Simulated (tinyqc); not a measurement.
Hot electrons in a saturated n-channel MOSFET, lucky-electron model: one step of the calculation.

Beyond pinch-off the lateral field grows as Esat cosh(y/l) over the velocity-saturated region (pseudo-two-dimensional model). Impact ionisation in this region gives the substrate current, which biases the body forward through Rsub. Currents are per width. Local-field laws: they overstate ionisation when the field peak is narrower than an energy relaxation length.

Question. Gate current, lifetime and channel shortening. Ig = Cg Id exp(-pb/(lm Em)); lifetime tau = (Hl/Id)(Isub/Id)^(-m); length of the saturated region dL = l ln[(dV/l + Em)/Esat]. 1 year = 3.15576e7 s.

Parameters, values chosen for the exercise; values close to those of silicon n-channel devices: hot-electron mean free path lm = 9.4 nm; oxide barrier pb = 3.2 V; prefactor of the gate current Cg = 0.0024; lifetime exponent m = 2.8; lifetime constant Hl = 14000 s uA/um.

Id = 149.87767 uA/um
dV = 2.1816835 V
Em = 0.30244274 MV/cm
Isub = 1.1626886 uA/um
l = 73.116346 nm
Esat = 0.049375000 MV/cm

Give: Isub/Id; Ig; tau; dL.

Answer.

Isub/Id = 0.0077576
Ig = 4.6514 pA/um
tau = 2.3991 years
dL = 182.71 nm

The lifetime misses ten years.

Computed by the program tinyqc: `OMP_NUM_THREADS=1 python tinyqc.py 2550055 2550056 out.jsonl`, one thread of a shared Intel Xeon 2.30GHz, about 0.01 s for the whole run.
